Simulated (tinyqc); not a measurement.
Comparisons within one model: donor level screened by free carriers (Yukawa potential). A value that a table varies takes the place of the one given here.

Potential -(q/(eps r)) exp(-ks r), q = e^2/(4 pi eps0). In units Ry* = Ry m/eps^2 and a* = a0 eps/m the problem is [-Laplacian - 2 exp(-x r)/r] psi = E psi with x = ks a*.

Converged values use 18 functions exp(-z r), z = 1.55^i, i = -11 to 6: S = 2/A^3, H = z_i z_j S - 2/(A + x)^2, A = z_i + z_j.

Screening wave number: Debye ks^2 = 4 pi q n/(eps kB T); Thomas-Fermi ks^2 = 6 pi q n/(eps EF) with EF = c (3 pi^2 n/gv)^(2/3)/m, c = hbar^2/2m0; the two are joined by 1/ks^2 = sqrt(1/ks_D^4 + 1/ks_TF^4). 1e18/cm^3 = 1e-6/angstrom^3, q = e^2/(4 pi eps0).

Constants: e^2/(4 pi eps0) = 14.39964547 eV angstrom; kB = 8.617333262e-05 eV/K; hbar^2/2m0 = 3.80998211 eV angstrom^2; Ry = 13.60569312 eV; a0 (Bohr radius) = 0.5291772105 angstrom.

Values chosen for the exercise (near those of a donor in Si, with one mean mass; shifted at random, so the results belong to these values and not to a real crystal):

| symbol | value | unit | meaning |
|---|---|---|---|
| xs | (0.05, 0.19, 0.33, 0.47, 0.63, 0.83, 1.09) |  | values of x |
| m | 0.311 | m0 | mass |
| eps | 11.5 |  | dielectric constant |
| gv | 6 |  | valleys |
| T | 77 | K | temperature |
| nl | (0.015, 0.05, 0.15, 0.5, 1.5, 5, 15) | x 1e18/cm^3 | densities |
| n | 0.5 | x 1e18/cm^3 | free-carrier density |

## Towards the loss of the bound state

First order (-1 + 2x), one-parameter (minimum of z^2 - 8 z^3/(2z + x)^2) and converged 1s energies in Ry*, and the mean radius in a*; a dash marks an unbound result.

Results:

| x | first order | trial function | converged | <r> |
|---|---|---|---|---|
| 0.05 | -0.9000 | -0.9036 | -0.9036 | 1.50 |
| 0.19 | -0.6200 | -0.6685 | -0.6686 | 1.55 |
| 0.33 | -0.3400 | -0.4769 | -0.4777 | 1.63 |
| 0.47 | -0.0600 | -0.3219 | -0.3246 | 1.77 |
| 0.63 | - | -0.1837 | -0.1901 | 2.03 |
| 0.83 | - | -0.0621 | -0.0758 | 2.69 |
| 1.09 | - | - | -0.0056 | 7.54 |

First order loses the state at x = 0.5, the trial function reaches zero energy at x = 1.00, and the exact limit is 1.19. The radius starts at 1.5 a*, grows slowly at first (1.63 at x = 0.33), then steadily, and swells towards the end (7.5 at 1.09), where a single exponential fails: the binding vanishes as the square of the distance from 1.19.

## Binding against carrier density

Ry* = 31.9952 meV
a* = 19.568 angstrom

x from the joined ks; converged 1s binding (dash: x above 1.17, at or past the limit 1.19 where the state unbinds).

Results:

| n (1e18/cm^3) | EF/kB T | 1/ks (angstrom) | x | binding (meV) | n^(1/3) a* |
|---|---|---|---|---|---|
| 0.015 | 0.03 | 167.7 | 0.117 | 25.14 | 0.048 |
| 0.050 | 0.07 | 91.9 | 0.213 | 20.30 | 0.072 |
| 0.15 | 0.15 | 53.2 | 0.368 | 13.84 | 0.104 |
| 0.50 | 0.34 | 29.4 | 0.666 | 5.30 | 0.155 |
| 1.5 | 0.70 | 17.6 | 1.111 | 0.11 | 0.224 |
| 5.0 | 1.56 | 11.0 | 1.772 | - | 0.335 |
| 15 | 3.25 | 8.2 | 2.388 | - | 0.483 |

The binding falls from 25.1 to 0.1 meV (bare value 32.0); it passes half the bare value between 0.05 and 0.15 x 1e18/cm^3. The level is unbound, or bound by less than 0.001 Ry*, from 5 x 1e18/cm^3 on; as the density rises, it is lost by the time n^(1/3) a* reaches 0.33. x grows with exponent 0.50 in n at the start and 0.27 at the end (1/2 for Debye, 1/6 for Thomas-Fermi screening).

## What each parameter does

Ry* = Ry m/eps^2, a* = a0 eps/m, x = ks a* with the joined ks; converged binding. Each row changes one parameter from the base and keeps the others.

Results:

| case | 1/ks (angstrom) | x | binding in Ry* | binding (meV) |
|---|---|---|---|---|
| base | 29.4 | 0.666 | 0.166 | 5.30 |
| n = 0.75 x 1e18/cm^3 | 24.2 | 0.808 | 0.086 | 2.74 |
| T = 47 K | 23.4 | 0.835 | 0.073 | 2.35 |
| m = 0.348 m0 | 29.3 | 0.596 | 0.215 | 7.70 |
| eps = 10.6 | 28.2 | 0.639 | 0.184 | 6.92 |
| gv = 7 | 29.3 | 0.667 | 0.165 | 5.27 |

The largest shifts from the base row, up to three for each result and ties (the steps differ in size, so this ranks the rows, not the parameters). 1/ks (angstrom): T -6.0, n -5.2, eps -1.2. x: T +0.170, n +0.143, m -0.069. binding in Ry*: T -0.092, n -0.080, m +0.050. binding (meV): T -2.95, n -2.56, m +2.40.

Program tinyqc; command `OMP_NUM_THREADS=1 python tinyqc.py 1282247 1282248 out.jsonl`; about 0.01 s on one thread of a shared Intel(R) Xeon(R) Processor @ 2.30GHz.
